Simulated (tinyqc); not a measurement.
## Composition from the perpendicular lattice constant

Problem. The layer is x parts of the first compound and 1 - x of the second, grown coherently on the third as substrate and barrier. Rows of the table: lattice constant a, average valence level Ea on an absolute scale, spin-orbit splitting so, gaps at Gamma, X and L, hydrostatic deformation potentials av and ac (Gamma), shear potential b, elastic constants, electron and heavy-hole (along z) masses. All are interpolated linearly in x; gaps get -C x (1 - x), taken wholly in the conduction band; real line-ups can differ from this model by 0.1 eV or more. In-plane strain e = (a_substrate - a)/a, e_z = -2 (c12/c11) e, volume change 2 e + e_z. X-ray diffraction gives a_z = a (1 + e_z) of the coherent layer. Find x, e and the relaxed Gamma gap.

Inputs (values chosen for the exercise): bowing of the Gamma gap CG = 0.477 eV; bowing of the X gap CX = 1.4 eV; bowing of the L gap CL = 0.33 eV.

Binary compounds, values chosen for the exercise:
```
              close to InAs  close to GaAs  close to InP
a (angstrom)          6.058          5.653         5.869
Ea (eV)               -6.67          -6.92         -7.04
so (eV)               0.384          0.343         0.111
EG (eV)               0.349           1.42          1.36
EX (eV)                1.37            1.9          2.22
EL (eV)                1.06           1.73          1.92
av (eV)                   1           1.15          1.29
ac (eV)               -5.08          -7.13         -5.11
b (eV)                 -1.8          -1.68          -1.7
c11 (GPa)              84.3            120           101
c12 (GPa)              45.2           53.5          56.3
me (m0)               0.023         0.0671        0.0799
mh (m0)               0.328           0.35         0.534
```

lattice constant along the growth direction = 6.05409857 angstrom

Answer. a_z changes steadily with x, about (1 + 2 c12/c11) times as fast as the relaxed lattice constant, so one composition matches.

x = 0.760
e = -1.54 %
relaxed Gamma gap = 0.519 eV

Computed by the program tinyqc: `OMP_NUM_THREADS=1 python tinyqc.py 2690173 2690174 out.jsonl`, one thread of a shared Intel Xeon 2.30GHz, about 0.01 s for the whole run.
